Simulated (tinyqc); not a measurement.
## Ballistic conductance of a hard-wall wire of rectangular section by counting modes: conductance against size

Subband edges E_(a,b) = (C pi^2/m) [(a/W)^2 + (b/Hh)^2], a, b = 1, 2, ...; C = hbar^2/(2 m0). Every mode transmits fully; spin gives the factor 2 in 2 q^2/h, valleys the factor gv.

G = (2 q^2/h) gv M; at zero temperature M counts the edges below Ef, at T it is the sum of degeneracy times f. The smooth (Sharvin) count is kF^2 A/(4 pi), kF = sqrt(m Ef/C), A = W Hh, perimeter p = 2 (W + Hh), and with the boundary term kF^2 A/(4 pi) - kF p/(4 pi). f = 1/(1 + exp((E_n - Ef)/Vt)).

Parameters, values chosen for the exercise: temperature T = 77 K; mass m = 0.25 m0; valleys gv = 1; Fermi energy above the bulk band edge Ef = 0.102 eV; height Hh = 8.8 nm.

Constants: q = 1.602176634e-19 C, kB = 1.380649e-23 J/K, hbar = 1.054571817e-34 J s, h = 6.62607015e-34 J s, m0 = 9.1093837015e-31 kg, Vt = kB T/q, hbar^2/(2 m0) = 0.0380998212 eV nm^2. Results are converted to the units shown.

Conductance against size:

| W (nm) | M at T = 0 | M at T | smooth count | with boundary term | G (uS) |
|---|---|---|---|---|---|
| 4.6 | 1 | 0.85056 | 2.1560 | 0.41124 | 65.902 |
| 6.1 | 1 | 1.0793 | 2.8590 | 0.91898 | 83.624 |
| 7.5 | 1 | 1.4339 | 3.5152 | 1.3929 | 111.10 |
| 9 | 3 | 2.4816 | 4.2183 | 1.9006 | 192.28 |
| 10.5 | 3 | 2.8312 | 4.9213 | 2.4083 | 219.36 |
| 11.9 | 3 | 3.0688 | 5.5775 | 2.8822 | 237.77 |
| 13.4 | 4 | 3.8642 | 6.2805 | 3.3900 | 299.40 |
| 14.9 | 4 | 4.3165 | 6.9836 | 3.8977 | 334.44 |
| 16.3 | 5 | 4.7453 | 7.6397 | 4.3716 | 367.67 |
| 17.8 | 6 | 5.4320 | 8.3428 | 4.8793 | 420.87 |

Read the table: what changes, and by how much?

The integer count climbs from 1 to 6 in steps, and G from 65.9 to 421 uS. In the last row M at T is 35 % below the smooth count and 11 % above the count with the boundary term: hard walls push the wave away from the edge and cost modes. The largest gap between M at T and the integer count is 0.57.

tinyqc, about 0.5 s, one thread, Intel Xeon 2.30GHz (shared host): `OMP_NUM_THREADS=1 python tinyqc.py 2740121 2740122 out.jsonl`
